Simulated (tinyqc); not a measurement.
Gupta-type many-body potential for a metal: one step, computed by the program tinyqc.

E_i = sum_j A exp(-p (r_ij/r0 - 1)) - xi rho_i^gamma, with rho_i = sum_j exp(-2 q (r_ij/r0 - 1)); gamma = 1/2 is the tight-binding second-moment form. The crystal is fcc unless stated; d is the neighbour distance and a fixed number of shells is kept.

Question. The (100) surface. fcc shells: d sqrt(k), k = 1..5, with 12, 6, 24, 12, 24 atoms; Omega = d^3/sqrt2. Cut the crystal without relaxation; an atom in layer l keeps the neighbours that lie below the surface plane. Excess = E_i + E_c. Surface energy = sum of excesses over the layers, divided by the area per surface atom: (sqrt3/2) d^2 for (111), d^2 for (100), sqrt2 d^2 for (110).

Inputs (values chosen for the exercise, modelled on platinum): repulsion A = 0.301 eV; hopping xi = 2.67 eV; decay p = 10.6; decay q = 4.1; reference distance r0 = 2.775 angstrom; shells kept = 2; embedding exponent gamma = 0.5.

Surface: (100).

neighbour distance d = 2.776377 angstrom

cohesive energy E_c = 5.691915 eV

Constants: 1 eV/angstrom^2 = 16.02176634 J/m^2.

Give: Layers; excess per surface atom; surface energy.

Answer.

Layers:
```
layer  nearest neighbours  repulsion (eV)     rho  excess (eV)
1                       8          2.4139   8.134      0.49091
2                      12          3.6116  12.118      0.00906
```

excess per surface atom = 0.49997 eV

surface energy = 1.0392 J/m^2
